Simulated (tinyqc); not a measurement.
p-n heterojunction, non-linear Poisson equation by Newton steps, Boltzmann statistics: effect of the acceptor density of material 1.

One dimension, material 1 (p-type) at x < 0 and material 2 (n-type) at x > 0. Band edges: Ec = -psi in material 1 and -psi + dEc in material 2, Ev = Ec - Eg. Flat quasi-Fermi levels: 0 for holes, +V for electrons. n = Nc F((EFn - Ec)/Vt), p = Nv F((Ev - EFp)/Vt), with F(eta) = exp(eta) (Boltzmann statistics); full ionisation, no interface charge, classical densities; the doping types are chosen for the exercise.

Exact first integral: on each side D^2/(2 eps0 er) = G, G = q [Vt (nI_j - nI_b) + Vt (pI_j - pI_b) - C (psi_j - psi_b)], with C = -N1 or +N2, b the neutral end of that side, and nI, pI the densities themselves. D is continuous, so er1 G1(psi_j) = er2 G2(psi_j) fixes psi_j. Ends from Nv1 F((-psi_L - Eg1)/Vt) = N1 and Nc2 F((V + psi_R - dEc)/Vt) = N2. D is counted positive when psi rises towards material 2. Depletion (Anderson) capacitance C^2 = q eps0 er1 er2 N1 N2/(2 (er1 N1 + er2 N2)(psi_R - psi_L)). -dD/dV is the change of the displacement at the interface with both quasi-Fermi levels flat; it is the terminal capacitance only while neither side holds an inversion layer. n_j and p_j are densities at the interface.

Values chosen for this exercise; band and dielectric values close to those of CdS and CdTe: temperature T = 300 K; band gap of material 1 Eg1 = 2.44 eV; relative permittivity of material 1 er1 = 9.07; conduction-band density of states of material 1 Nc1 = 2.18e18 cm^-3; valence-band density of states of material 1 Nv1 = 1.79e19 cm^-3; band gap of material 2 Eg2 = 1.47 eV; relative permittivity of material 2 er2 = 10.2; conduction-band density of states of material 2 Nc2 = 7.97e17 cm^-3; valence-band density of states of material 2 Nv2 = 1.83e19 cm^-3; conduction-band offset Ec2 - Ec1 dEc = 0.11 eV; donor density of material 2 N2 = 1e17 cm^-3; bias of side 1 against side 2 V = 0 V.

Constants: q = 1.602176634e-19 C, kB = 1.380649e-23 J/K, Vt = kB T/q, eps0 = 8.8541878128e-14 F/cm where lengths are in cm. Results are converted to the units shown.

Effect of the acceptor density of material 1:

| N1 (cm^-3) | psi_R - psi_L (V) | psi_j - psi_L (V) | psi_R - psi_j (V) | D/q (cm^-2) | n_j in 1 (cm^-3) | p_j in 2 (cm^-3) | -dD/dV (nF/cm^2) | depletion C (nF/cm^2) |
|---|---|---|---|---|---|---|---|---|
| 2.8e15 | 2.270 | 2.149 | 0.1204 | 3.270e11 | 1.826e17 | 0.003108 | 2.581 | 8.800 |
| 6.7e15 | 2.292 | 2.132 | 0.1603 | 3.894e11 | 3.912e16 | 0.01450 | 9.813 | 13.32 |
| 1.6e16 | 2.315 | 2.007 | 0.3078 | 5.638e11 | 1.302e14 | 4.357 | 19.93 | 19.73 |
| 3.7e16 | 2.337 | 1.745 | 0.5915 | 7.985e11 | 2.231e9 | 2.544e5 | 28.00 | 27.69 |
| 8.7e16 | 2.359 | 1.327 | 1.032 | 1.065e12 | 88.42 | 6.417e12 | 36.98 | 36.58 |
| 2.1e17 | 2.381 | 1.022 | 1.360 | 1.448e12 | 2.788e-4 | 2.035e18 | 5.016 | 44.48 |
| 4.8e17 | 2.403 | 1.000 | 1.403 | 2.165e12 | 5.273e-5 | 1.076e19 | 1.577 | 49.39 |
| 1.1e18 | 2.424 | 0.9941 | 1.430 | 3.268e12 | 1.819e-5 | 3.120e19 | 0.8375 | 52.03 |

What does the table show?

As N1 goes from 2.8e15 to 1.1e18, the total bending rises from 2.27 to 2.42 V and the sheet charge D/q rises from 3.27e11 to 3.27e12 cm^-2; the share of the bending in material 1 falls from 94.7 to 41.0 %. The capacitance departs most from the depletion formula at N1 = 1.1e18, where it is 98 % below it, and there the holes at the interface in material 2 outnumber its donors: an inversion layer has formed, which screens D from the bias. For N1 = 4.8e17, 1.1e18 a density at the interface exceeds 0.3 of the band density of states, which Boltzmann statistics overestimate.

Program tinyqc, `OMP_NUM_THREADS=1 python tinyqc.py 2040063 2040064 out.jsonl`; Intel Xeon 2.30GHz, shared host, one thread, about 0.03 s.
